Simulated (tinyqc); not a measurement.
## Trap density from one capacitance

Inverse problem. Traps spread evenly through the insulator exchange electrons with the semiconductor by tunnelling, with tau(x) = t0 exp(2 ka x) at depth x from the interface. The admittance per area Y seen at depth x obeys dY/dx = -Y^2/(i w eps0 eox) + q Nb ln(1 + i w tau)/tau, with Y(0) = i w Cs and w = 2 pi f; the gate sees Y(tox) = G + i w C. Working variable y = Y/(i w), in uF/cm^2. Cox = eps0 eox/tox. Find Nb and G/w.

Inputs (values chosen for the exercise):
```
symbol,value,unit,meaning
eox,19.4,,relative permittivity of the insulator
tox,6.6,nm,insulator thickness
Cs,1.8,uF/cm^2,semiconductor capacitance in accumulation
ka,4.3,1/nm,decay constant of the wave function in the insulator
t0,2e-10,s,time constant of a trap at the interface
f,1000,Hz,frequency
```

Constants: q = 1.602176634e-19 C, eps0 = 8.8541878128e-14 F/cm where lengths are in cm. Results are converted to the units shown.

C = 1.6041152 uF/cm^2

Solution. C rises steadily with Nb, so one density matches; in practice ka and t0 must come from the frequency dependence.

Nb = 6.40e19 cm^-3 eV^-1
G/w = 0.0553 uF/cm^2

tinyqc, about 0.4 s, one thread, Intel Xeon 2.30GHz (shared host): `OMP_NUM_THREADS=1 python tinyqc.py 2202183 2202184 out.jsonl`
